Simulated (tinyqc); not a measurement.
Sampled drift against the exact one: kinetic Monte Carlo and master equation for a particle on a ring of sites with traps and bias. Computed by tinyqc, a small Python program. Command: `OMP_NUM_THREADS=1 python tinyqc.py 3002182 3002183 out.jsonl kmc walk`. One thread of a shared host (Intel(R) Xeon(R) Processor @ 2.30GHz), about 0.08 s of CPU time with the checks.

6 sites on a ring, numbered 1 to 6. The saddle between i and i+1 lies at E0 + s b_i and site i at s eps_i; a force F tilts the landscape, with the saddle half-way.

Inputs (values chosen for the exercise, for a model defect):
```
quantity,value,unit
reference barrier E0,0.81,eV
scale factor s of the disorder,1,-
attempt frequency nu,19,THz
temperature T,800,K
site spacing a,2.4,angstrom
force F along the ring,0.023,eV/angstrom
seed of the random numbers,601142,-
```

Disorder: random barriers.

site energies eps_i (eV): [0, 0, 0, 0, 0, 0]

saddle shifts b_i between sites i and i+1 (eV): [-0.062, -0.058, 0.059, -0.1, -0.042, 0.048]

Constants: k_B = 8.617333262e-05 eV/K.

Method:
- Rates: k(i to i+1) = nu exp(-(E0 + s b_i - s eps_i - F a/2)/(k_B T)), k(i to i-1) = nu exp(-(E0 + s b_(i-1) - s eps_i + F a/2)/(k_B T)).
- Share right = k right/(k right + k left); mean stay = 1/(k right + k left).
- Master equation dP/dt = W P, W_(i+1,i) = k right, W_(i-1,i) = k left, columns summing to zero. The steady state is its null vector; drift v = a sum P_i (k right - k left). D = a^2 lambda''(0)/2, where lambda(q) is the leading eigenvalue of W with right hops weighted by exp(q) and left hops by exp(-q).
- The slowest relaxation rate is minus the real part of the next eigenvalue of W. 1 angstrom = 1e-8 cm.
- 400 independent walkers start on sites drawn with weights P_i (k right + k left), the steady shares of hops (random numbers not printed); the estimate is total displacement over total time, with its standard error from the spread between walkers.

occupations P_i: [0.107358, 0.155557, 0.257911, 0.091142, 0.154842, 0.233190]

drift velocity v = 2.97142 cm/s

Drift from sampling:
```
hops per walker,estimate (cm/s),standard error (cm/s),deviation in standard errors
10,3.1982,0.19028,1.1920
30,2.9742,0.10250,0.0267
100,3.0530,0.05566,1.4656
300,2.9754,0.03196,0.1244
1000,2.9604,0.01819,-0.6081
3000,2.9784,0.01020,0.6871
```

What does the comparison show, and why?

The exact drift is 2.971 cm/s. The standard error falls by a factor 3.06 from 100 to 1000 hops (sqrt10 = 3.16), and in the last row it is 0.34 % of the drift.

Extremes, crossings and ranges named in words are read from the listed rows.
